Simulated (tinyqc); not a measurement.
Inside a calculation. Model: metal gate on a two-layer dielectric stack with fixed charge and a dipole.

Computed by the program tinyqc: `OMP_NUM_THREADS=1 python tinyqc.py 2010096 2010097 out.jsonl`, one thread of a shared Intel Xeon 2.30GHz, about 0.01 s for the whole run. Printed values are rounded.

Gate, layer 2, layer 1, p-type semiconductor; x runs from the gate inwards. Charges are counted in units of +q. psi is the band bending at the surface, positive towards inversion. Classical charge, Boltzmann statistics, no interface traps.

Parameters, values chosen for the exercise; band and dielectric values close to those of silicon, layer 1 close to aluminium oxide, layer 2 close to zirconium oxide: temperature T = 300 K; band gap Eg = 1.14 eV; relative permittivity eps_r = 11.7; conduction-band density of states at T Nc = 2.75e19 cm^-3; valence-band density of states at T Nv = 2.67e19 cm^-3; electron affinity chi = 4.12 eV; acceptor density Na = 1e17 cm^-3; work function of the gate metal pM = 4.14 eV; thickness of layer 1, next to the semiconductor t1 = 0.5 nm; relative permittivity of layer 1 e1 = 9.24; thickness of layer 2, next to the gate t2 = 1.7 nm; relative permittivity of layer 2 e2 = 24.5; fixed charge at the semiconductor interface Q1 = 3.9e11 cm^-2; fixed charge between the layers Q2 = 1.4e12 cm^-2; uniform charge density in layer 1 r1 = 0 cm^-3; uniform charge density in layer 2 r2 = 0 cm^-3; flat-band shift by a dipole layer between the layers Vd = 0.32 V; band bending psi of the working point ps = 0.711 V.

Constants: q = 1.602176634e-19 C, kB = 1.380649e-23 J/K, Vt = kB T/q, eps0 = 8.8541878128e-14 F/cm where lengths are in cm. Results are converted to the units shown.

## Equivalent thickness and work-function difference

EOT = 3.9 (t1/e1 + t2/e2), Cox = eps0/(t1/e1 + t2/e2); phi_ms = pM - (chi + Eg - Vt ln(Nv/Na)).

EOT = 0.4816512 nm
Cox = 7.169365 uF/cm^2
share of layer 1 in the EOT = 43.81572 %
phi_ms = -0.9755584 V

## Flat-band voltage, term by term

EOT = 3.9 (t1/e1 + t2/e2), Cox = eps0/(t1/e1 + t2/e2); phi_ms = pM - (chi + Eg - Vt ln(Nv/Na)). Vfb = phi_ms + Vd - (q/eps0) [Q1 (t1/e1 + t2/e2) + Q2 t2/e2 + r1 (t1^2/(2 e1) + t1 t2/e2) + r2 t2^2/(2 e2)]: each charge counts with its electrical distance from the gate.

terms (V): phi_ms -0.9755584, dipole 0.3200000, Q1 -0.0087155, Q2 -0.0175781, r1 0.0000000, r2 0.0000000
Vfb = -0.6818521 V

Apart from phi_ms the largest term is that of dipole, 320 mV; all charges and the dipole together move Vfb by 294 mV.

## Threshold voltage

ni = sqrt(Nc Nv) exp(-Eg/(2 Vt)), Eg in volts, pB = Vt ln(Na/ni), Vth = Vfb + 2 pB + sqrt(4 q eps0 eps_r Na pB)/Cox.

ni = 7.200181e9 cm^-3
pB = 0.4251768 V
depletion charge = 0.1680108 uC/cm^2
Vth = 0.1919361 V

## Charge in the semiconductor

ni = sqrt(Nc Nv) exp(-Eg/(2 Vt)), Eg in volts. Qs = -sign(psi) sqrt(2 q eps0 eps_r Na Vt [exp(-u) + u - 1 + (ni/Na)^2 (exp(u) - u - 1)]), u = psi/Vt.

Qs = -0.1508228 uC/cm^2

The surface is depleted or weakly inverted.

## Fields and voltage drops

Gauss: D = -Qs just inside the semiconductor; going towards the gate subtract q Q1, then q r1 t1, q Q2 and q r2 t2. Field = D/(eps0 e); the drop over a layer is its mean field times its thickness; Vg = phi_ms + Vd + psi + both drops.

```
place	D (uC/cm^2)	field (MV/cm)
layer 2, gate side	-0.1359668	-0.0626784
layer 2, inner side	-0.1359668	-0.0626784
layer 1, outer side	0.0883379	0.1079758
layer 1, semiconductor side	0.0883379	0.1079758
semiconductor surface	0.1508228	0.1455903
```

drop over layer 2 = -0.01065533 V
drop over layer 1 = 0.005398791 V
Vg = 0.05018501 V

The same Vg follows from Vfb + psi - Qs/Cox. The largest field, 0.146 MV/cm in size, is at: semiconductor surface.
